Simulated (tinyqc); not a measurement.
# Fermi-level pinning from two metals

Problem. Cowley-Sze model with the space charge neglected: phiB = S (phiM - chi) + (1 - S)(Eg - phi0), S = 1/(1 + q Dit dl/(eps0 ei)), dl in cm. Find S, phi0 and Dit.

Inputs (values chosen for the exercise); band and dielectric values close to those of gallium phosphide: band gap Eg = 2.25 eV; electron affinity chi = 3.84 eV; thickness of the interfacial layer dl = 0.6 nm; relative permittivity of the interfacial layer ei = 1.

Constants: q = 1.602176634e-19 C, eps0 = 8.8541878128e-14 F/cm where lengths are in cm. Results are converted to the units shown.

barriers for metals with phiM = 4.29 and 5.04 eV (eV): [1.3766560, 1.4174805]

Answer. S is the slope of phiB against phiM; either barrier then gives phi0, and S gives Dit.

S = 0.0544
phi0 = 0.820 eV
Dit = 1.60e14 cm^-2 eV^-1

tinyqc, about 0.04 s, one thread, Intel Xeon 2.30GHz (shared host): `OMP_NUM_THREADS=1 python tinyqc.py 2020053 2020054 out.jsonl`
